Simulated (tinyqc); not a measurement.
From results back to parameters: Wannier function of the lower band of a two-orbital chain. Three cases, with inputs chosen for the exercise.

Problem. A band E(k) = H0 + 2 H1 cos(ka) + 2 H2 cos(2ka) is known at k = 0, pi/2a and pi/a. The values come from hidden hoppings; c = hbar^2/2m0.

Constants: hbar^2/2m0 = 3.80998211 eV angstrom^2.
Find: H0, H1, H2; m0/m at k = 0.

Method. H0 = (E0 + 2 E1 + E2)/4, H1 = (E0 - E2)/4, H2 = (E0 - 2 E1 + E2)/8; the curvature at k = 0 gives m0/m = -(H1 + 4 H2) a^2/c.

Case 1.

Values chosen: a = 4.3 angstrom (period).

E (eV): 0 -1.3330, pi/2a -1.1050, pi/a -0.6530

Solution.

H0, H1, H2 (eV): -1.049  -0.170  0.028

m0/m at k = 0 = 0.281

Case 2.

Values chosen: a = 4.5 angstrom (period).

E (eV): 0 -3.4200, pi/2a -1.4200, pi/a -0.3720

Solution.

H0, H1, H2 (eV): -1.658  -0.762  -0.119

m0/m at k = 0 = 6.580

Case 3.

Values chosen: a = 3.7 angstrom (period).

E (eV): 0 -1.6060, pi/2a -1.0900, pi/a -0.6860

Solution.

H0, H1, H2 (eV): -1.118  -0.230  -0.014

m0/m at k = 0 = 1.028

Computed by tinyqc, one run a case: `OMP_NUM_THREADS=1 python tinyqc.py N N+1 out.jsonl` with N = 1481054, 1481118, 1481339; one thread of a shared Intel(R) Xeon(R) Processor @ 2.30GHz, about 0.1 s a run at most.
